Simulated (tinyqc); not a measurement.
Inside a calculation. Model: thin film between two gates, subbands and threshold shift from confinement.

Numbers from tinyqc (`OMP_NUM_THREADS=1 python tinyqc.py 2350018 2350019 out.jsonl`; about 0.06 s on one thread of a shared Intel Xeon 2.30GHz). Printed values are rounded.

Undoped body with a flat potential across it, hard walls, transport along x. Three valley pairs (g = 2 each) with the longitudinal mass along x, y or z. Non-parabolicity enters the subband edges through E (1 + al E) = gamma, so E = 2 gamma/(1 + sqrt(1 + 4 al gamma)); motion within a subband is taken as parabolic with the band-edge mass. Energies are counted from the bulk band edge.

Values chosen for this exercise; masses close to those of silicon:
- T = 77 K (temperature)
- ml = 0.908 m0 (longitudinal mass)
- mt = 0.191 m0 (transverse mass)
- al = 0.5 1/eV (non-parabolicity)
- t = 8.1 nm (film thickness (along z))
- dl = 0 nm (widening of the box by penetration into the insulator)

Constants: q = 1.602176634e-19 C, kB = 1.380649e-23 J/K, hbar = 1.054571817e-34 J s, m0 = 9.1093837015e-31 kg, Vt = kB T/q, hbar^2/(2 m0) = 0.0380998212 eV nm^2. Results are converted to the units shown.

## Lowest subbands

gamma = C (pi k/(t + dl))^2/mz, C = hbar^2/(2 m0). List the 6 lowest, labelled by valley axis and quantum numbers, with degeneracy g and N_k: N_k = g sqrt(mx my) m0 kB T/(pi hbar^2).

```
subband,E_k (eV),g,N_k (cm^-2)
z1,0.006292201,2,1.058825e12
z2,0.02493706,2,1.058825e12
x1,0.02956959,2,2.308609e12
y1,0.02956959,2,2.308609e12
z3,0.05528003,2,1.058825e12
z4,0.09635027,2,1.058825e12
```

## Threshold shift

Each subband has N_k = g sqrt(mx my) m0 kB T/(pi hbar^2); without degeneracy n = exp(EF/Vt) sum N_k exp(-E_k/Vt). Classical value Nc times t, Nc = sum over valleys of 2 g (m m0 kB T/(2 pi hbar^2))^1.5 with m = (mx my mz)^(1/3). Threshold shift dVT = Vt ln(classical value/sum N_k exp(-E_k/Vt)). Use the subbands listed.

```
subband,shares (%)
z1,83.93113
z2,5.05343
x1,5.48157
y1,5.48157
z3,0.05219
z4,0.00011
```

sum N_k exp(-E_k/Vt) = 4.887267e11 cm^-2
Nc = 3.563311e18 cm^-3
classical value = 2.886282e12 cm^-2
dVT = 11.78385 mV

With all subbands dVT = 11.78 mV. The lowest edge lies at 6.29 meV; dVT is larger than that, since sum N_k exp(-(E_k - E_1)/Vt) falls short of the classical value.
